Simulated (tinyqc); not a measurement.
Fermi-Dirac statistics of conduction electrons: one step. Fermi level in the non-parabolic band. Five cases, with inputs chosen for the exercise.

Question. Solve for eta at the same n.

Non-parabolic band E (1 + alpha E) = c k^2/m: n = Nc (2/sqrt(pi)) integral_0^infinity sqrt(x (1 + a x)) (1 + 2 a x) dx/(1 + exp(x - eta)) with a = alpha kT and eta = (EF - Ec)/kT; a = 0 gives n = Nc F_1/2(eta).

Case 1.

Values chosen (out of a larger set: near those of InAs, lowest valleys alone; not measured data): alpha = 2.51 1/eV (non-parabolicity).

u = n/Nc = 7.724027
kT = 0.01723467 eV

Case 2.

Values chosen (out of a larger set: near those of Si, lowest valleys alone; not measured data): alpha = 0.49 1/eV (non-parabolicity).

u = n/Nc = 6.983805
kT = 0.03446933 eV

Case 3.

Values chosen (out of a larger set: near those of Ge, lowest valleys alone; not measured data): alpha = 0.65 1/eV (non-parabolicity).

u = n/Nc = 0.5998776
kT = 0.02585200 eV

Case 4.

Values chosen (out of a larger set: near those of InP, lowest valleys alone; not measured data): alpha = 0.62 1/eV (non-parabolicity).

u = n/Nc = 2.517332
kT = 0.02585200 eV

Case 5.

Values chosen (out of a larger set: near those of GaAs, lowest valleys alone; not measured data): alpha = 0.6 1/eV (non-parabolicity).

u = n/Nc = 0.6261819
kT = 0.01723467 eV

Give: a; eta; EF - Ec.

Answer.

Case 1.

a = 0.04326
eta = 3.668
EF - Ec = 63.21 meV

The extra states lower EF by 14.95 meV against the parabolic band.

Case 2.

a = 0.01689
eta = 3.850
EF - Ec = 132.69 meV

The extra states lower EF by 12.52 meV against the parabolic band.

Case 3.

a = 0.01680
eta = -0.382
EF - Ec = -9.88 meV

The extra states lower EF by 2.11 meV against the parabolic band.

Case 4.

a = 0.01603
eta = 1.637
EF - Ec = 42.31 meV

The extra states lower EF by 3.81 meV against the parabolic band.

Case 5.

a = 0.01034
eta = -0.300
EF - Ec = -5.17 meV

The extra states lower EF by 0.89 meV against the parabolic band.

Computed by tinyqc, one run a case: `OMP_NUM_THREADS=1 python tinyqc.py N N+1 out.jsonl` with N = 1652566, 1652588, 1652733, 1680070, 1680202; one thread of a shared Intel(R) Xeon(R) Processor @ 2.30GHz, about 0.01 s a run at most.
